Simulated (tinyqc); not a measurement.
Worked calculation: ion implantation: universal nuclear stopping, Lindhard-Scharff electronic stopping and a Gaussian range profile. Computed by tinyqc, a small Python program that keeps every step. Command: `OMP_NUM_THREADS=1 python tinyqc.py 3001815 3001816 out.jsonl implant walk`. One thread of a shared host (Intel(R) Xeon(R) Processor @ 2.30GHz), about 0.08 s of CPU time with the checks. Intermediate numbers are printed to about 6 digits and carried at full precision; extremes and crossings named in words are read from the listed rows.

An ion slows by elastic collisions with screened nuclei and by friction with electrons; channelling is ignored and the target is uniform.

Inputs (values chosen for the exercise, modelled on nitrogen ions in germanium):
```
quantity,value,unit
ion atomic number Z1,7,-
ion mass M1,14,u
target atomic number Z2,32,-
target mass M2,72.63,u
target density N,44.2,1/nm^3
ion energy E,150,keV
scale factor of electronic stopping k,1.2,-
dose Q,3.3e+13,1/cm^2
background C_B,1.3e+15,1/cm^3
displacement energy E_d,15,eV
anneal budget D t,2.7e-11,cm^2
```

Follow-up: anneal.

## Stopping at the entry energy

Reduced energy eps = 32.53 M2 E/(Z1 Z2 (M1 + M2)(Z1^0.23 + Z2^0.23)), E in keV; s_n = ln(1 + 1.1383 eps)/(2 (eps + 0.01321 eps^0.21226 + 0.19593 eps^0.5)) for eps up to 30 and ln(eps)/(2 eps) above; S_n = 8.462 Z1 Z2 M1 s_n/((M1 + M2)(Z1^0.23 + Z2^0.23)) in 1e-15 eV cm^2. S_e = k 3.83 Z1^(7/6) Z2/(Z1^(2/3) + Z2^(2/3))^(3/2) sqrt(E/M1) in 1e-15 eV cm^2, E in keV. dE/dx = N (S_n + S_e); 1e-15 eV cm^2 = 0.1 eV nm^2.

reduced energy eps = 4.82688

s_n = 0.177314

S_n = 14.3554 x 1e-15 eV cm^2

S_e = 91.5255 x 1e-15 eV cm^2

energy loss dE/dx = 467.994 eV/nm

Electronic stopping carries 86 % of the loss at entry.

## Range and straggle

Path length R = int_0^E dE'/(N (S_n + S_e)); energy lost to nuclei nu = int_0^E S_n/(S_n + S_e) dE' (both with E' = E y^3 and 64 Gauss-Legendre points in y). Estimates of Lindhard type: R_p = R/(1 + M2/(3 M1)), straggle dR_p = (2/3) R_p sqrt(M1 M2)/(M1 + M2).

path length R = 451.077 nm

projected range R_p = 165.273 nm

straggle dR_p = 40.5568 nm

energy lost to nuclei nu = 41.9633 keV

28 % of the energy goes to nuclei over the whole path. Caution: the estimates of R_p and dR_p assume mainly nuclear stopping and an ion not much lighter than the target; here they are rough, and for light ions in heavy targets the straggle can be low by a factor of two or more.

## Gaussian profile

C(x) = C_p exp(-(x - R_p)^2/(2 dR_p^2)) with C_p = Q/(sqrt(2 pi) dR_p), 1 nm = 1e-7 cm; the profile falls to the background at x_j = R_p + dR_p sqrt(2 ln(C_p/C_B)); the peak atomic fraction is C_p/N.

peak concentration C_p = 3.24608e+18 1/cm^3

Depth x_j where C falls to C_B = 325.694 nm

peak atomic fraction = 7.34408e-05

## Damage

Kinchin-Pease count with efficiency 0.8: N_d = 0.8 nu/(2 E_d), taking all of nu as damage energy (an upper estimate, as recoils also lose energy to electrons). Spread over a depth R_p + dR_p, displacements per atom = Q N_d/(N (R_p + dR_p)).

displacements per ion N_d = 1119.02

displacements per atom = 0.0405903

One displacement per atom would need a dose of 8.1e14 per cm^2 if no defects annealed.

## Anneal

Far from the surface a Gaussian stays Gaussian: sigma^2 = dR_p^2 + 2 D t; peak Q/(sqrt(2 pi) sigma); x_j = R_p + sigma sqrt(2 ln(peak/C_B)).

width sigma = 83.9337 nm

peak after the anneal = 1.56851e+18 1/cm^3

x_j after the anneal = 481.459 nm

x_j moves by 156 nm.

## Nuclear against electronic stopping over energy

The formulas are those given above.

Stopping (1e-15 eV cm^2) and range:
```
E (keV),eps,S_n,S_e,R (nm),nu/E
1,3.21792e-02,19.7604,7.473,15.03,0.750255
2,6.43584e-02,23.5661,10.568,22.35,0.728638
5,1.60896e-01,27.4014,16.710,39.49,0.683260
10,3.21792e-01,28.4985,23.632,62.84,0.632345
20,6.43584e-01,27.3730,33.420,102.70,0.563534
50,1.60896e+00,22.5051,52.842,201.86,0.443913
100,3.21792e+00,17.3786,74.730,336.82,0.339900
200,6.43584e+00,12.3398,105.685,552.12,0.239530
500,1.60896e+01,7.0924,167.102,1016.82,0.134120
```

Nuclear stopping peaks near 10 keV among these rows (eps = 0.32; the universal curve peaks near 0.3). Electronic stopping overtakes it between 10 and 20 keV. The path length grows as E^0.57 at the low end and E^0.67 at the high end; constant stopping would give E^1, and stopping that rises with E, be it nuclear (below its peak) or electronic, gives a lower exponent.

Checks made by the program: range against adaptive quadrature (relative difference 1e-06).
